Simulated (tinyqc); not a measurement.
Film, cylinder and sphere at the same misfit: thermal stress, cracking, delamination and buckling of a thin film; Griffith cracks and misfitting inclusions. Computed by tinyqc, a small Python program. Command: `OMP_NUM_THREADS=1 python tinyqc.py 3003353 3003354 out.jsonl filmcrack walk`. One thread of a shared host (Intel(R) Xeon(R) Processor @ 2.30GHz), about 0.01 s of CPU time with the checks.

Isotropic linear elasticity; the substrate is much thicker than the film; stress is positive in tension.

Inputs (values chosen for the exercise, modelled on a silicon dioxide film on silicon):
```
quantity,value,unit
film Young's modulus E,68.9,GPa
film Poisson ratio nu,0.17,-
film expansion alpha_f,0.538,1e-6/K
substrate expansion alpha_s,3,1e-6/K
deposition temperature T_d,950,K
final temperature T,300,K
intrinsic stress,71,MPa
film thickness h,1.3,micrometre
substrate Young's modulus E_s,165,GPa
substrate Poisson ratio nu_s,0.25,-
```

Method. Thermal strain = (alpha_f - alpha_s)(T_d - T); stress = E/(1 - nu) x strain + intrinsic stress; plane-strain modulus Ebar = E/(1 - nu^2); G0 = stress^2 h/(2 Ebar) is the energy freed per area when a long strip loses its stress across its width. Thermal misfit e alone, mean stress = trace/3 and largest difference of principal stresses inside. Film: E e/(1 - nu) in two directions, 0 in the third. Cylinder: s0 = (1 + nu) e/[(1 + nu)(1 - 2 nu)/E + (1 + nu_s)/E_s] twice and s_zz = E e + 2 nu s0. Sphere: e/[(1 - 2 nu)/E + (1 + nu_s)/(2 E_s)] three times.

thermal strain = -0.0016003

Stresses inside (MPa):
```
shape,s1,s2,s3,mean,largest difference
film,-132.84,-132.84,0.00,-88.56,132.84
cylinder,-99.68,-99.68,-144.15,-114.51,44.47
sphere,-119.72,-119.72,-119.72,-119.72,0.00
```

The mean stress in size is 89 MPa in the film, 115 in the cylinder and 120 in the sphere, while the largest difference, twice the largest shear stress, goes from 133 through 44 to 0. In a ductile solid shear can relax by slip and hydrostatic stress cannot.

Extremes, crossings and ranges named in words are read from the listed rows.
